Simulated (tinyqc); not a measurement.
Resistance of a source-drain extension with a graded tip: one step of the calculation.

y runs along the channel, the gate covers y > 0. The doping is N0 for y < y0 and N0 10^(-(y - y0)/la) beyond, uniform over the depth xj. Sheet conductance s(y) = q mu(N) max(N - Nch, 0) xj + (for y > 0) ma Cox Vo, with mu(N) = u0 + (u1 - u0)/(1 + (N/Nr)^au) and Cox = eps0 eox/tox. Current is taken as one-dimensional; depletion of the tip, spreading and the contact are left out. The metallurgical junction lies at yj, where N = Nch.

Task. Sheet resistances and junction position. yj = y0 + la log10(N0/Nch); sheet resistance of the full extension 1/[q mu(N0)(N0 - Nch) xj] and of the gate-induced layer 1/(ma Cox Vo); metallurgical length Lg - 2 yj; ye is where the doped and the gate-induced conductances are equal.

Parameters, values chosen for the exercise; mobility law close to that of electrons in silicon:
```
symbol,value,unit,meaning
eox,9.2,,relative permittivity of the gate insulator (close to aluminium oxide)
tox,3.3,nm,insulator thickness
N0,6.4e19,cm^-3,active doping of the extension far from the gate
la,3,nm/decade,lateral abruptness
y0,1.4,nm,position under the gate where the fall begins (gate edge at 0)
xj,11,nm,depth of the extension
Nch,1.1e18,cm^-3,channel doping
Vo,0.44,V,gate overdrive
ma,110,cm^2/(V s),mobility of the gate-induced layer
u1,1414,cm^2/(V s),mobility at low doping
u0,68.5,cm^2/(V s),mobility at high doping
Nr,9.2e16,cm^-3,reference doping
au,0.711,,exponent
Lg,50,nm,gate length
```

Constants: q = 1.602176634e-19 C, eps0 = 8.8541878128e-14 F/cm where lengths are in cm. Results are converted to the units shown.

Give: yj; sheet resistance of the extension; sheet resistance of the induced layer; metallurgical length; ye; N at ye.

Result.

yj = 6.6944 nm
sheet resistance of the extension = 1110.9 ohm/square
sheet resistance of the induced layer = 8370.1 ohm/square
metallurgical length = 36.611 nm
ye = 4.4389 nm
N at ye = 6.2118e18 cm^-3

The gate takes over 2.26 nm before the junction, where N is still 5.65 times the channel doping.

Computed by the program tinyqc: `OMP_NUM_THREADS=1 python tinyqc.py 2282049 2282050 out.jsonl`, one thread of a shared Intel Xeon 2.30GHz, about 0.03 s for the whole run.
